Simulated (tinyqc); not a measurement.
# CMOS latch-up, two-transistor model: effect of the temperature

A parasitic pnp (emitter at Vdd, base shunted by Rw) and npn (emitter at ground, base shunted by Rs) feed each other: the npn collector current flows out of the pnp base node, the pnp collector current into the npn base node. Forward-active transistors with constant gains: Icn = Isn exp(Vn/Vt), Icp = Isp (exp(Vp/Vt) - 1). A current Ii is injected into the npn base node.

Isn, Isp and Von are given at 350 K; the currents scale as T^3 exp(-1.12 V/Vt), Von falls by 1.5 mV/K, gains and resistances are fixed. Node equations: Vp/Rw + Icp/bp = Icn and Vn/Rs + Icn/bn = Icp + Ii. Loop gain G = gn gp/[(1/Rw + gp/bp)(1/Rs + gn/bn)], gn = Icn/Vt, gp = (Icp + Isp)/Vt; the off state ends where G = 1, and Ii there is the trigger current. On state with both base-emitter voltages at Von: npn base current Ib = (Von/Rs + bp Von/Rw)/(bn bp - 1), holding current Ih = (bn + 1) Ib + Von/Rs, holding voltage Vh = Vsat + Von + R2 (Ib + Von/Rs).

Inputs (values chosen for the exercise); values close to those of bulk CMOS:
```
symbol,value,unit,meaning
bn,23,,current gain of the npn
bp,1,,current gain of the pnp
Isn,7.7e-13,A,saturation current of the npn at the reference temperature
Isp,4.4e-12,A,saturation current of the pnp at the reference temperature
Rs,360,ohm,substrate resistance shunting the npn
Rw,1400,ohm,well resistance shunting the pnp
R2,100,ohm,resistance from the pnp collector to the npn base
Von,0.63,V,base-emitter voltage in the on state
Vsat,0.13,V,saturation voltage
Vdd,3.3,V,supply voltage
```

Constants: q = 1.602176634e-19 C, kB = 1.380649e-23 J/K, Vt = kB T/q. Results are converted to the units shown.

Effect of the temperature:

| T (K) | Vn at trigger (V) | trigger current (mA) | Ih (mA) | Vh (V) |
|---|---|---|---|---|
| 233 | 0.80547 | 2.2555 | 5.3061 | 1.1720 |
| 263 | 0.75468 | 2.1116 | 5.0096 | 1.1138 |
| 293 | 0.70236 | 1.9632 | 4.7132 | 1.0556 |
| 323 | 0.64855 | 1.8101 | 4.4168 | 0.99739 |
| 353 | 0.59325 | 1.6521 | 4.1204 | 0.93918 |
| 383 | 0.53653 | 1.4891 | 3.8239 | 0.88096 |
| 413 | 0.47853 | 1.3206 | 3.5275 | 0.82275 |
| 443 | 0.41957 | 1.1464 | 3.2311 | 0.76454 |

What does the table show?

As T goes from 233 to 443 K, the trigger current falls from 2.26 to 1.15 mA, Ih falls from 5.31 to 3.23 mA and Vh falls from 1.17 to 0.765 V. Vh exceeds the supply Vdd = 3.3 V, which then cannot sustain a latched state, in 0 of the 8 rows.

Computed by the program tinyqc: `OMP_NUM_THREADS=1 python tinyqc.py 2670115 2670116 out.jsonl`, one thread of a shared Intel Xeon 2.30GHz, about 0.05 s for the whole run.
